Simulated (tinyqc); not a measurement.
The Fermi level, mass and scattering length from S, n and sigma.

Inverse problem. Bulk parabolic band, x = (E - Ec)/kB T, C = hbar^2/(2 m0), kB T in eV. Modes per area gv m kB T x/(4 pi C) times the back-scattering length l0 x^rr give the transport function s0 X(x), s0 = (2 q^2/h) gv m kB T l0/(4 pi C), X = x^(1 + rr). I_k = int X (x - eta)^k w dx, w = 1/(4 cosh^2((x - eta)/2)). sigma = s0 I_0, S = -(kB/q) I_1/I_0; n = 2 gv (m kB T/(4 pi C))^1.5 F(eta), F(y) = (2/sqrt(pi)) int_0^infinity sqrt(u)/(1 + exp(u - y)) du. Find eta, m and l0.

Inputs (values chosen for the exercise): temperature T = 700 K; valleys gv = 1; energy exponent of that length rr = 0.

Constants: q = 1.602176634e-19 C, kB = 1.380649e-23 J/K, hbar = 1.054571817e-34 J s, h = 6.62607015e-34 J s, m0 = 9.1093837015e-31 kg, Vt = kB T/q, hbar^2/(2 m0) = 0.0380998212 eV nm^2. Results are converted to the units shown.

S = -66.768203 uV/K
n = 1.1936564e20 cm^-3
sigma = 3279.0233 S/cm

Solution. |S| falls steadily as eta rises and depends on nothing else, so it fixes eta; n then gives m, and sigma gives l0.

eta = 4.10
m = 0.340 m0
l0 = 24.0 nm

tinyqc, about 0.1 s, one thread, Intel Xeon 2.30GHz (shared host): `OMP_NUM_THREADS=1 python tinyqc.py 2800116 2800117 out.jsonl`
